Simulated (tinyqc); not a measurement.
Two coupled magnetic layers: synthetic antiferromagnet, spin flop, exchange bias and magnetoresistance: one step, computed by the program tinyqc. Command: `OMP_NUM_THREADS=1 python tinyqc.py 3018378 3018379 out.jsonl saf walk`. One thread of a shared host (Intel(R) Xeon(R) Processor @ 2.30GHz), about 0.4 s of CPU time with the checks.

Moments lie in the plane at the angles p1, p2 from the field. Energy per area: E = J1 cos(p1 - p2) + J2 cos^2(p1 - p2) - B M_s (t1 cos p1 + t2 cos p2) + K (t1 sin^2 p1 + t2 sin^2 p2).

Question. Limit of the antiparallel state. With p1 = 0, p2 = 180 degrees and c2 = J1 - 2 J2 the Hessian is [[c2 + t1 (2K + b), -c2], [-c2, c2 + t2 (2K - b)]], b = B M_s; its determinant vanishes at the positive root of t1 t2 b^2 - c2 (t1 - t2) b - [2K c2 (t1 + t2) + 4 K^2 t1 t2] = 0.

Inputs (values chosen for the exercise, for a model stack):
```
quantity                       value    unit
saturation magnetisation M_s    1030    kA/m
thickness t1                     2.6      nm
thickness t2                     1.6      nm
antiferromagnetic coupling J1  0.079  mJ/m^2
biquadratic coupling J2            0  mJ/m^2
in-plane anisotropy K              3  kJ/m^3
```

Field direction: along the easy axis.

Give: stability limit B_sf of the antiparallel state.

Answer.

stability limit B_sf of the antiparallel state = 33.09 mT
